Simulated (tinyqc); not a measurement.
Avalanche multiplication and breakdown of a junction from ionisation integrals: one step, computed by the program tinyqc.

Ionisation coefficients follow the local field. Position x runs through the depletion layer from the p side (x = 0), where electrons enter, to the n side (x = w), where holes enter. The built-in voltage is neglected.

Problem. Coefficients at the critical field. alpha_n = a_n exp(-(b_n/F)^c), alpha_p = a_p exp(-(b_p/F)^c).

Inputs (values chosen for the exercise, modelled on InP): electron prefactor a_n = 5.51e+06 1/cm; electron field b_n = 3.1e+06 V/cm; hole prefactor a_p = 2.05e+06 1/cm; hole field b_p = 2.35e+06 V/cm; exponent c = 1.

Junction: p-i-n with uniform field.

critical field F_m = 0.4079221 MV/cm

Give: alpha_n; alpha_p; ratio k = alpha_p/alpha_n; shorter ionisation length.

Solution.

alpha_n = 2758.9 1/cm

alpha_p = 6453.9 1/cm

ratio k = alpha_p/alpha_n = 2.3393

shorter ionisation length = 1.5494 micrometre
